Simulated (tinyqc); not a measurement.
Temperatures in a stack of 3 dies with leakage feedback: one step of the calculation.

One-dimensional heat flow to a sink below die 0. The power of each die is released in a plane at its top; from the plane of die j > 0 heat crosses its silicon (ts), a bond layer and the wiring of die j - 1; from die 0 it crosses t0, paste and sink. Copper shares the path through bond and wiring in parallel: k_eff = fm km + (1 - fm) k. Silicon is taken at the temperature of the plane above it. Leakage is P_l exp((T - 350 K)/Tl).

Task. Resistances per area at 300 K. R = thickness/conductivity for each layer.

Parameters, values chosen for the exercise; conductivities of the order met in silicon, wiring layers, bonds and pastes:
- k0 = 146 W/(m K) (conductivity of silicon at 300 K)
- ts = 50 um (thickness of a thinned die)
- t0 = 500 um (thickness of the die next to the sink)
- tb = 13 um (thickness of the wiring layers)
- kb = 3.9 W/(m K) (conductivity of the wiring layers)
- tg = 30 um (thickness of a bond layer)
- kg = 0.7 W/(m K) (conductivity of the bond dielectric)
- fm = 0.2 (area share of copper through bond and wiring)
- km = 390 W/(m K) (conductivity of copper)
- Rt = 0.26 K cm^2/W (paste and lid)
- Rs = 0.58 K cm^2/W (heat sink)

Wanted: thick die; thinned die; k_eff of the bond; k_eff of the wiring; bond plus wiring; paste plus sink.

Result.

thick die = 0.03425 K cm^2/W
thinned die = 0.003425 K cm^2/W
k_eff of the bond = 78.56 W/(m K)
k_eff of the wiring = 81.12 W/(m K)
bond plus wiring = 0.005421 K cm^2/W
paste plus sink = 0.8400 K cm^2/W

tinyqc, about 0.04 s, one thread, Intel Xeon 2.30GHz (shared host): `OMP_NUM_THREADS=1 python tinyqc.py 2162171 2162172 out.jsonl`
